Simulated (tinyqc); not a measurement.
Worked calculation: free-carrier optics of a doped semiconductor (Drude model with one polar phonon). Values are carried at full precision from step to step, so a last printed digit may differ when a step is redone from the rounded ones.

eps(E) = ei [1 - Ep^2/(E^2 + i E Gam)] + (es - ei) wT^2/(wT^2 - E^2 - i E gT), with Ep^2 = 8 pi c (e^2/(4 pi eps0)) N/(m ei), c = hbar^2/2m0, N in 1/angstrom^3 (1e-24 per 1/cm^3); Gam = hbar/tau, tau = mu m m0/e with m0/e = 5.685630e-12 kg/C and mu in m^2/(V s). Energies in meV.

Constants: hbar^2/2m0 = 3.80998211 eV angstrom^2; e^2/(4 pi eps0) = 14.39964547 eV angstrom; hbar = 6.58211957e-16 eV s; hbar c = 1973.269805 eV angstrom.

Values chosen for the exercise (mass and dielectric values near those of InSb; N and mu are free inputs; interband absorption and the rise of the mass with filling are left out; the results hold for these values, not for the real material): N = 4.1e+16 1/cm^3 (carrier density); m = 0.0138 m0 (conductivity mass); mu = 6600 cm^2/(V s) (mobility); ei = 15.71 (high-frequency dielectric constant); wT = 22.6 meV (TO phonon); es = 16.87 (static dielectric constant); gT = 0.5 meV (phonon damping); E = 43.1 meV (photon energy).

## Plasma energy and damping

Evaluate Ep, tau, Gam, the plasma wavelength hc/Ep (hc = 1239.841984 eV nm) and the dc resistivity 1/(e N mu), e = 1.602176634e-19 C.

Ep = 16.15 meV
tau = 51.78 fs
Gam = 12.71 meV
plasma wavelength = 76.78 micrometre
rho = 0.0231 ohm cm

Ep/Gam = 1.27: the edge is smeared by scattering.

## Dielectric function at one energy

Insert the numbers.

free-carrier term = -2.0288+0.5983i
eps = 13.2414+0.6054i

## Optical constants

n + i k = sqrt(eps1 + i eps2) with k >= 0; R = ((n - 1)^2 + k^2)/((n + 1)^2 + k^2) at normal incidence from vacuum; alpha = 2 E k/(hbar c), times 1e8 for 1/cm; loss function Im(-1/eps) = eps2/(eps1^2 + eps2^2).

Convert eps at the photon energy E (in meV) into the optical constants.

n = 3.6398
k = 0.0832
R = 0.3239
alpha = 363 1/cm

Light of this energy penetrates 1/alpha = 27.5 micrometre.

## Coupled plasmon-phonon modes

Without damping eps = 0 gives E^4 - (wL^2 + Ep^2) E^2 + Ep^2 wT^2 = 0 with wL = wT sqrt(es/ei) (Lyddane-Sachs-Teller).

wL = 23.42 meV

L-, L+ (meV): 15.16  24.07

L+ lies 0.65 meV above the larger of wL and Ep; L- lies below wT by 7.44 meV.

## Checks

- Integral of E eps2 of the free-carrier term against (pi/2) ei Ep^2 (meV^2): both 6434.9.

(tinyqc, `OMP_NUM_THREADS=1 python tinyqc.py 1680827 1680828 out.jsonl`, Intel(R) Xeon(R) Processor @ 2.30GHz, 1 thread, shared host, about 0.01 s.)
